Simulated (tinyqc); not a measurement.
Physical sputtering: collision-cascade yield, angular dependence, faceting and resputtering in deposition: one step, computed by the program tinyqc. Command: `OMP_NUM_THREADS=1 python tinyqc.py 3008997 3008998 out.jsonl sputter walk`. One thread of a shared host (Intel(R) Xeon(R) Processor @ 2.30GHz), about 0.01 s of CPU time with the checks.

Ions start collision cascades; atoms that reach the surface with more than U leave. The target is amorphous or fine-grained.

Problem. Oblique incidence. Angular law: Y/Y0 = t^f exp(-f cos(a_opt)(t - 1)), t = 1/cos(angle), largest at a_opt. A plane tilted by the angle recedes along the beam at a speed proportional to Y(angle), and along its own normal as Y cos(angle).

Inputs (values chosen for the exercise, modelled on neon ions on cobalt): angular exponent f = 1.8; angle of the largest yield = 64 degrees; angle of incidence = 40 degrees.

yield Y0 = 2.371979 atoms per ion

Give: Y/Y0 at the angle; yield at the angle; normal speed relative to a flat surface; largest Y/Y0.

Solution.

Y/Y0 at the angle = 1.270

yield at the angle = 3.012 atoms per ion

normal speed relative to a flat surface = 0.9726

largest Y/Y0 = 1.606

Caution: at this reduced energy electronic losses, dropped here, lower the yield slightly.
